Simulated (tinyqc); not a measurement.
## Haynes-Shockley experiment: what a collector records, against the lifetime

A sheet injected at x = 0, t = 0 gives at x = L the signal n(t) = N0 exp(-t/tau - (L - v t)^2/(4 D t))/sqrt(4 pi D t), D = mu Vt, v = mu F. Its peak lies at tp = [-D + sqrt(D^2 + u^2 L^2)]/u^2, u^2 = v^2 + 4 D/tau; dt is the full width at half height. Simple readings: mobility L/(F tp), diffusion coefficient (L dt/tp)^2/(16 ln 2 tp). Area v times the integral of n over N0: (v/u) exp(L (v - u)/(2 D)).

Values chosen for this exercise: temperature T = 300 K; minority-carrier mobility mu = 201 cm^2/(V s); sweep field along the drift F = 5.6 V/cm; distance from injector to collector L = 2700 um.

Constants: q = 1.602176634e-19 C, kB = 1.380649e-23 J/K, Vt = kB T/q. Results are converted to the units shown.

The same in every row: L/v (us) = 239.9.

Haynes-Shockley experiment: what a collector records, against the lifetime:

| tau (s) | tp (us) | dt (us) | apparent mobility (cm^2/(V s)) | apparent D (cm^2/s) | area | exp(-L/(v tau)) |
|---|---|---|---|---|---|---|
| 3e-5 | 190.2 | 74.64 | 253.4 | 5.319 | 6.456e-4 | 3.369e-4 |
| 7e-5 | 212.6 | 88.30 | 226.8 | 5.334 | 0.03502 | 0.03249 |
| 0.0002 | 226.8 | 97.41 | 212.5 | 5.343 | 0.2967 | 0.3014 |
| 0.0004 | 231.2 | 100.3 | 208.5 | 5.346 | 0.5413 | 0.5490 |
| 0.0008 | 233.5 | 101.7 | 206.5 | 5.348 | 0.7346 | 0.7409 |
| 0.002 | 234.9 | 102.7 | 205.3 | 5.349 | 0.8836 | 0.8870 |
| 0.004 | 235.3 | 103.0 | 204.9 | 5.349 | 0.9399 | 0.9418 |
| 0.01 | 235.6 | 103.2 | 204.6 | 5.349 | 0.9755 | 0.9763 |

What does the table show?

True values: mu = 201 cm^2/(V s), D = 5.20 cm^2/s. The apparent mobility is 26 % above the true one in the first row and 1.8 % above it in the last, and the apparent D 2.4 % above and 2.9 % above D. The peak always comes before L/v, since spreading and decay both weigh down the later part of the signal; the shift is 21 % and 1.8 % in these rows.

Numbers from tinyqc (`OMP_NUM_THREADS=1 python tinyqc.py 2310039 2310040 out.jsonl`; about 0.01 s on one thread of a shared Intel Xeon 2.30GHz).
